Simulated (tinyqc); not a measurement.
## Band offsets of oxides on a semiconductor by the charge-neutrality-level model: oxides compared

Each material has a charge-neutrality level at the depth Phi = chi + Eg - CNL below vacuum. For oxide B on semiconductor A, dEc = (chiA - PhiA) - (chiB - PhiB) + S (PhiA - PhiB), dEv = EgB - EgA - dEc, with the pinning factor S = 1/(1 + 0.1 (eps_inf - 1)^2) of the oxide. S = 1 is the affinity rule, S = 0 aligns the two levels.

The same for each oxide, with both limits.

Inputs (values chosen for the exercise); substrate values close to those of germanium: gap of the semiconductor EgA = 0.67 eV; its electron affinity chiA = 3.97 eV; its charge-neutrality level above the valence edge cA = 0.1 eV.

Oxides (values chosen for the exercise, close to those of the materials named):
```
                 Eg (eV)  chi (eV)  CNL above Ev (eV)  eps_inf
silicon dioxide     9.22      0.89               4.52     2.26
silicon nitride     5.15      2.15               2.53     4.06
aluminium oxide     8.69      1.02               5.61     3.42
hafnium oxide       5.94      2.35               3.62     3.97
zirconium oxide     5.76      2.44               3.57     4.77
titanium oxide      3.15      3.98               2.23     8.03
tantalum oxide      4.46      3.27               3.35     4.69
```

Offsets:
```
                       S  dEc (eV)  dEv (eV)  dEc, S = 1 (eV)  dEc, S = 0 (eV)
silicon dioxide  0.86299    3.2239    5.3261           3.0800           4.1300
silicon nitride  0.51643    1.9312    2.5488           1.8200           2.0500
aluminium oxide  0.63066    2.7875    5.2325           2.9500           2.5100
hafnium oxide    0.53132    1.6809    3.5891           1.6200           1.7500
zirconium oxide  0.41300    1.5828    3.5072           1.5300           1.6200
titanium oxide   0.16829   0.28942    2.1906        -0.010000          0.35000
tantalum oxide   0.42344   0.60775    3.1822          0.70000          0.54000
```

What does the comparison show?

Both offsets exceed 1 eV for: silicon dioxide, silicon nitride, aluminium oxide, hafnium oxide, zirconium oxide. dEc falls short for: titanium oxide, tantalum oxide. The choice of S matters most for silicon dioxide, where the limits differ by 1.05 eV.

Range of the model: The model ignores the chemistry of the actual interface, which can move offsets by several tenths of an eV.

Numbers from tinyqc (`OMP_NUM_THREADS=1 python tinyqc.py 2410160 2410161 out.jsonl`; about 0.01 s on one thread of a shared Intel Xeon 2.30GHz).
